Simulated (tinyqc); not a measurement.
Composition and strain of an epitaxial Si(1-x)Ge(x) layer from Raman and X-ray peaks. Changing the Ge fraction x. Computed by tinyqc, a small Python program. Command: `OMP_NUM_THREADS=1 python tinyqc.py 3001386 3001387 out.jsonl epiraman sweep`. One thread of a shared host (Intel(R) Xeon(R) Processor @ 2.30GHz), about 0.01 s of CPU time with the checks.

A (001) layer, biaxially strained in the plane. The Raman peaks follow empirical lines omega = w0 + c1 x + c3 x^3 + b eps (c3 for Si-Ge alone), with eps the in-plane strain.

Inputs (values chosen for the exercise, modelled on silicon-germanium):
```
quantity,value,unit
degree of relaxation R,0.95,-
lattice constant of Si,5.431,angstrom
lattice constant of Ge,5.658,angstrom
bowing B,0.028,angstrom
2 C12/C11 of Si,0.772,-
2 C12/C11 of Ge,0.746,-
Si-Si: w0,520.3,1/cm
Si-Si: c1,-64.2,1/cm
Si-Si: strain coefficient b,-709,1/cm
Si-Ge: w0,400.1,1/cm
Si-Ge: c1,25.5,1/cm
Si-Ge: c3,-33.1,1/cm
Si-Ge: strain coefficient b,-574,1/cm
Ge-Ge: w0,280.2,1/cm
Ge-Ge: c1,18.6,1/cm
Ge-Ge: strain coefficient b,-439,1/cm
X-ray wavelength,1.540598,angstrom
```

Substrate: germanium.

Method:
- Relaxed lattice constant a(x) = a_Si + (a_Ge - a_Si) x - B x (1 - x).
- In-plane constant a_par = a_sub + R (a(x) - a_sub); eps = a_par/a(x) - 1; eps_perp = -(2 C12/C11) eps with 2 C12/C11 linear in x; a_perp = a(x) (1 + eps_perp).
- Insert x and eps in the three lines; the strain part is b eps.
- Bragg angle theta = arcsin(2 lambda/a) for (004), for the substrate with a_sub and the layer with a_perp; separation in arc seconds.

One run for each value:
```
Ge fraction x,Si-Si peak (1/cm),Si-Ge peak (1/cm),Ge-Ge peak (1/cm),in-plane strain eps (per mille),"separation, layer less substrate (arcsec)"
0.08,513.79,401.01,280.84,1.9359,5440.3
0.18,507.51,403.50,282.78,1.7400,4883.8
0.29,500.60,405.82,284.93,1.5201,4261.0
0.40,493.70,407.44,287.07,1.2957,3627.3
0.50,487.43,408.09,289.02,1.0880,3042.1
0.60,481.16,407.75,290.98,0.8769,2448.8
0.71,474.26,405.99,293.12,0.6408,1787.0
0.82,467.37,402.53,295.28,0.4008,1116.1
0.92,461.11,397.68,297.23,0.1793,498.8
```

Over the rows, Si-Si peak (1/cm) falls from 514 to 461 (exponent d ln y / d ln x -0.015 between the first rows and -0.12 between the last); Si-Ge peak (1/cm) goes from 401 through a maximum among these rows, 408 at 0.500, to 398; Ge-Ge peak (1/cm) rises from 281 to 297 (exponent d ln y / d ln x 0.0085 between the first rows and 0.057 between the last). Composition and strain both change with x. The Si-Si peak moves by -62.7 per cm per unit x on average, against c1 = -64.2 without strain: eps moves towards compression as x grows, which offsets part of the fall, in proportion to 1 - R.

Caution (rows 0.0800, 0.180, 0.820, 0.920): near either end one of the like-atom peaks is weak, since its intensity follows the number of such bonds.

Extremes, crossings and ranges named in words are read from the listed rows.
